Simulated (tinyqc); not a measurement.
Worked calculation: power iteration on a symmetric matrix. One step of it, computed by the program tinyqc.

Question. Step 2. w = (A - shift) v; v' = w/|w| with its largest component positive (the first on a tie); lambda = v'^T A v'.

A:
$$\begin{pmatrix}
0.066000 & -0.598000 & 0.312000 \\
-0.598000 & 1.681000 & -0.821000 \\
0.312000 & -0.821000 & 2.773000
\end{pmatrix}$$

vector after step 1: [0.030464, 0.214007, 0.976357]

shift = -0.300000

Give: vector after step 2; Rayleigh quotient after step 2.

Answer.

vector after step 2: [0.065, -0.138, 0.988]

Rayleigh quotient after step 2 = 3.016
